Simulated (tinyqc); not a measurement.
Plane-wave Kohn-Sham cycle with exchange-only LDA in a layered model solid, step by step. Computed by tinyqc, a small Python program that keeps every step. Settings: points = 16, plane-wave index or count = 3, electrons = 4, k points = 3, area = 30.0, mixing = 1.0, iteration cap = 73, Pulay depth = 3. Command: `OMP_NUM_THREADS=1 python tinyqc.py 25051 25052 out.jsonl` (the two numbers bound the seeds that draw the settings). One thread of a shared host (Intel(R) Xeon(R) Processor @ 2.60GHz), about 0.01 s of CPU time with the checks. Later iterations appear only in the table of the cycle.

## Iteration 1: potential

A solid whose potential varies along x alone (atomic units):

| parameter | value |
|---|---|
| period a | 6.500000 |
| cross-section of the cell | 30.000000 |
| electrons per cell | 4 |
| grid points | 16 |
| plane waves -n..n, n | 3 |
| k points | 3 |
| V1 in V1 cos(2 pi x/a) | -0.800000 |

density at the start, on the grid x_j = j a/N (e/bohr^3): 0.020513  0.020513  0.020513  0.020513  0.020513  0.020513  0.020513  0.020513  0.020513  0.020513  0.020513  0.020513  0.020513  0.020513  0.020513  0.020513

V_H(G) = 4 pi rho(G)/G^2 for G != 0 (uniform background); v_x = -(3 rho/pi)^(1/3); V = V_ext + V_H + v_x; Fourier components f(G_m) = (1/N) sum_j f(x_j) exp(-i G_m x_j).

Potentials on the grid (hartree):

| x | V_ext | V_H | v_x | V |
|---|---|---|---|---|
| 0.0000 | -0.8000 | 0.0000 | -0.2696 | -1.0696 |
| 0.4062 | -0.7391 | 0.0000 | -0.2696 | -1.0087 |
| 0.8125 | -0.5657 | 0.0000 | -0.2696 | -0.8353 |
| 1.2188 | -0.3061 | 0.0000 | -0.2696 | -0.5757 |
| 1.6250 | 0 | 0.0000 | -0.2696 | -0.2696 |
| 2.0312 | 0.3061 | 0.0000 | -0.2696 | 0.0366 |
| 2.4375 | 0.5657 | 0.0000 | -0.2696 | 0.2961 |
| 2.8438 | 0.7391 | 0.0000 | -0.2696 | 0.4695 |
| 3.2500 | 0.8000 | 0.0000 | -0.2696 | 0.5304 |
| 3.6562 | 0.7391 | 0.0000 | -0.2696 | 0.4695 |
| 4.0625 | 0.5657 | 0.0000 | -0.2696 | 0.2961 |
| 4.4688 | 0.3061 | 0.0000 | -0.2696 | 0.0366 |
| 4.8750 | 0 | 0.0000 | -0.2696 | -0.2696 |
| 5.2812 | -0.3061 | 0.0000 | -0.2696 | -0.5757 |
| 5.6875 | -0.5657 | 0.0000 | -0.2696 | -0.8353 |
| 6.0938 | -0.7391 | 0.0000 | -0.2696 | -1.0087 |

V(G_m), m = 0, 1, 2, ... (hartree): -0.2696  -0.4000  0.0000  0.0000  0.0000  0.0000  0.0000

## Iteration 1: Hamiltonian at one k

k = 0.0000 2 pi / a

H(m,m') = (k + G_m)^2/2 delta + V(G_m - G_m'), with V(-G) = V(G).

H (hartree), lower triangle:
```
         -3       -2       -1       +0       +1       +2      +3
-3   3.9352
-2  -0.4000   1.5992
-1   0.0000  -0.4000   0.1976
+0   0.0000   0.0000  -0.4000  -0.2696
+1   0.0000   0.0000   0.0000  -0.4000   0.1976
+2   0.0000   0.0000   0.0000   0.0000  -0.4000   1.5992
+3   0.0000   0.0000   0.0000   0.0000   0.0000  -0.4000  3.9352
```

## Iteration 1: levels at that k

Diagonalise the Hermitian matrix.

eigenvalues (hartree): -0.6710  0.0887  0.4773  1.6404  1.6532  4.0030  4.0030

## Iteration 1: new density

Motion across x is left out: the lowest 2 band(s) hold two electrons at each of the k points (j + 1/2)/nk - 1/2. Residual R = rho(out) - rho(in); rho(new) = rho(in) + 1 R. rho(out) = 2/(a A nk) sum |psi|^2 with psi = sum c exp(i G x). Harris energy E = band energy - dV sum rho (V_H/2 + v_x) + (3/4) dV sum rho v_x with rho(in), dV = a A/N, band energy = (2/nk) sum of the filled levels.

rho(out) (e/bohr^3): 0.032909  0.034889  0.036434  0.031635  0.021796  0.012322  0.006192  0.003205  0.002351  0.003205  0.006192  0.012322  0.021796  0.031635  0.036434  0.034889

density after iteration 1 (e/bohr^3): 0.032909  0.034889  0.036434  0.031635  0.021796  0.012322  0.006192  0.003205  0.002351  0.003205  0.006192  0.012322  0.021796  0.031635  0.036434  0.034889

energy per cell = -0.964632 hartree

## Iteration 2: potential

As before.

Potentials on the grid (hartree):

| x | V_ext | V_H | v_x | V |
|---|---|---|---|---|
| 0.0000 | -0.8000 | 0.2344 | -0.3156 | -0.8812 |
| 0.4062 | -0.7391 | 0.2212 | -0.3218 | -0.8397 |
| 0.8125 | -0.5657 | 0.1782 | -0.3265 | -0.7140 |
| 1.2188 | -0.3061 | 0.1033 | -0.3114 | -0.5143 |
| 1.6250 | 0 | 0.0063 | -0.2751 | -0.2688 |
| 2.0312 | 0.3061 | -0.0934 | -0.2275 | -0.0147 |
| 2.4375 | 0.5657 | -0.1768 | -0.1808 | 0.2080 |
| 2.8438 | 0.7391 | -0.2310 | -0.1452 | 0.3629 |
| 3.2500 | 0.8000 | -0.2497 | -0.1309 | 0.4193 |
| 3.6562 | 0.7391 | -0.2310 | -0.1452 | 0.3629 |
| 4.0625 | 0.5657 | -0.1768 | -0.1808 | 0.2080 |
| 4.4688 | 0.3061 | -0.0934 | -0.2275 | -0.0147 |
| 4.8750 | 0 | 0.0063 | -0.2751 | -0.2688 |
| 5.2812 | -0.3061 | 0.1033 | -0.3114 | -0.5143 |
| 5.6875 | -0.5657 | 0.1782 | -0.3265 | -0.7140 |
| 6.0938 | -0.7391 | 0.2212 | -0.3218 | -0.8397 |

V(G_m), m = 0, 1, 2, ... (hartree): -0.2514  -0.3256  0.0093  0.0004  0.0008  0.0001  0.0001

## Iteration 2: Hamiltonian at one k

k = 0.0000 2 pi / a

As before.

H (hartree), lower triangle:
```
         -3       -2       -1       +0       +1       +2      +3
-3   3.9534
-2  -0.3256   1.6174
-1   0.0093  -0.3256   0.2158
+0   0.0004   0.0093  -0.3256  -0.2514
+1   0.0008   0.0004   0.0093  -0.3256   0.2158
+2   0.0001   0.0008   0.0004   0.0093  -0.3256   1.6174
+3   0.0001   0.0001   0.0008   0.0004   0.0093  -0.3256  3.9534
```

## Iteration 2: levels at that k

As before.

eigenvalues (hartree): -0.5436  0.1337  0.4367  1.6440  1.6534  3.9985  3.9988

## Iteration 2: new density

B (overlaps of the stored error matrices):
```
                1               2
1   2.7980008e-03  -3.4729717e-04
2  -3.4729717e-04   5.3535194e-05
```

Motion across x is left out: the lowest 2 band(s) hold two electrons at each of the k points (j + 1/2)/nk - 1/2. Residual R = rho(out) - rho(in); rho(new) = rho(in) + 1 R; Pulay mixing then takes sum c_i of the stored mixed densities, with c from B_ij = sum R_i R_j as in DIIS. rho(out) = 2/(a A nk) sum |psi|^2 with psi = sum c exp(i G x). Harris energy E = band energy - dV sum rho (V_H/2 + v_x) + (3/4) dV sum rho v_x with rho(in), dV = a A/N, band energy = (2/nk) sum of the filled levels.

rho(out) (e/bohr^3): 0.030610  0.032297  0.034033  0.030873  0.022945  0.014286  0.007981  0.004596  0.003576  0.004596  0.007981  0.014286  0.022945  0.030873  0.034033  0.032297

DIIS coefficients: 0.1130  0.8870

density after iteration 2 (e/bohr^3): 0.030870  0.032590  0.034305  0.030959  0.022815  0.014064  0.007778  0.004439  0.003437  0.004439  0.007778  0.014064  0.022815  0.030959  0.034305  0.032590

energy per cell = -0.841961 hartree

## Convergence

Stop when sqrt(dV sum R^2) is below 1e-8, dV = a A/N.

Course of the cycle:

| iteration | E (hartree) | norm of the residual |
|---|---|---|
| 1 | -0.964632 | 1.85e-01 |
| 2 | -0.841961 | 2.55e-02 |
| 3 | -0.840167 | 2.30e-04 |
| 4 | -0.840167 | 1.02e-05 |
| 5 | -0.840167 | 2.25e-08 |
| 6 | -0.840167 | 5.86e-10 |

Converged in 6 iterations. Before convergence this energy mixes input and output and is not variational, so it may rise towards its limit.
